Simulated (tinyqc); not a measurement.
CMOS latch-up, two-transistor model: one step of the calculation.

A parasitic pnp (emitter at Vdd, base shunted by Rw) and npn (emitter at ground, base shunted by Rs) feed each other: the npn collector current flows out of the pnp base node, the pnp collector current into the npn base node. Forward-active transistors with constant gains: Icn = Isn exp(Vn/Vt), Icp = Isp (exp(Vp/Vt) - 1). A current Ii is injected into the npn base node.

Task. Response to the injected current, once round the loop per iteration. Icn = Isn exp(Vn/Vt); Vp solves Vp/Rw + Icp/bp = Icn; Vn(new) solves Vn/Rs + (Isn/bn) exp(Vn/Vt) = Icp + Ii.

Inputs (values chosen for the exercise); values close to those of bulk CMOS: temperature T = 293 K; current gain of the npn bn = 6.6; current gain of the pnp bp = 1.7; saturation current of the npn at T Isn = 8.9e-16 A; saturation current of the pnp at T Isp = 3.6e-16 A; substrate resistance shunting the npn Rs = 380 ohm; well resistance shunting the pnp Rw = 340 ohm; current injected into the substrate Ii = 1.84 mA.

Constants: q = 1.602176634e-19 C, kB = 1.380649e-23 J/K, Vt = kB T/q. Results are converted to the units shown.

Vn at the start = 0.57 V

Wanted: Icn; Vp; Icp; Vn after iteration 1.

Result.

Icn = 0.005672 mA
Vp = 0.001928 V
Icp = 2.857e-14 mA
Vn after iteration 1 = 0.6768 V

Program tinyqc, `OMP_NUM_THREADS=1 python tinyqc.py 2670057 2670058 out.jsonl`; Intel Xeon 2.30GHz, shared host, one thread, about 0.04 s.
